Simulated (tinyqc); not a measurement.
From results to parameters: two-site tight-binding chain. Computed by the program tinyqc.

Problem. A two-site chain has site energies +delta (A) and -delta (B) and hoppings t1 > t2 > 0, so E = +/- sqrt(delta^2 + |t1 + t2 exp(-ika)|^2). Find delta, t1 and t2.

upper band at k = 0 = 3.782288 eV
upper band at the zone edge = 0.475079 eV
weight of the upper band on site A at the zone edge = 0.931507

Solution. The weight on A is (1 + delta/E)/2, which gives delta; then t1 + t2 = sqrt(E(0)^2 - delta^2) and t1 - t2 = sqrt(E(edge)^2 - delta^2).

delta, t1, t2 (eV): 0.4100  2.0000  1.7600
